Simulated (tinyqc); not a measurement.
Electron continuity equation in a given potential, Scharfetter-Gummel discretisation: one step of the calculation.

Steady state in one dimension: J = q mu n E + q D dn/dx with E = -dpsi/dx and D = mu Vt, dJ/dx = 0, fixed densities nL and nR at the ends. The potential is given, psi = U x/L, and is not changed by the electrons.

Question. Densities and current. B(d_i) and B(-d_i) are the Bernoulli factors of the potential steps, b and f the diagonal and right side. Solve B(-d_(i-1)) n_(i-1) + b_i n_i + B(d_i) n_(i+1) = f_i (end values already in f), then J_i = (q D/h) [n_(i+1) B(d_i) - n_i B(-d_i)], h = L/8, D = mu Vt.

Parameters, values chosen for the exercise; mobility close to that of silicon at room temperature: temperature T = 450 K; electron mobility mu = 1360 cm^2/(V s); length of the region L = 0.76 um; density at x = 0 nL = 2e13 cm^-3; density at x = L nR = 6.4e13 cm^-3.

Constants: q = 1.602176634e-19 C, kB = 1.380649e-23 J/K, Vt = kB T/q. Results are converted to the units shown.

```
interval      B(d_i)    B(-d_i)
0         0.59322123  1.5602644
1         0.59322123  1.5602644
2         0.59322123  1.5602644
3         0.59322123  1.5602644
4         0.59322123  1.5602644
5         0.59322123  1.5602644
6         0.59322123  1.5602644
7         0.59322123  1.5602644
```

```
node  diagonal b  right side f (cm^-3)
1     -2.1534856         -3.1205288e13
2     -2.1534856                     0
3     -2.1534856                     0
4     -2.1534856                     0
5     -2.1534856                     0
6     -2.1534856                     0
7     -2.1534856         -3.7966159e13
```

Give: n; J.

Answer.

n, node 0 to 8 (cm^-3): 2.000e13  2.003e13  2.011e13  2.033e13  2.090e13  2.240e13  2.634e13  3.672e13  6.400e13
J, interval 0 to 7 (A/cm^2): -17.19  -17.19  -17.19  -17.19  -17.19  -17.19  -17.19  -17.19

tinyqc, about 0.01 s, one thread, Intel Xeon 2.30GHz (shared host): `OMP_NUM_THREADS=1 python tinyqc.py 2220069 2220070 out.jsonl`
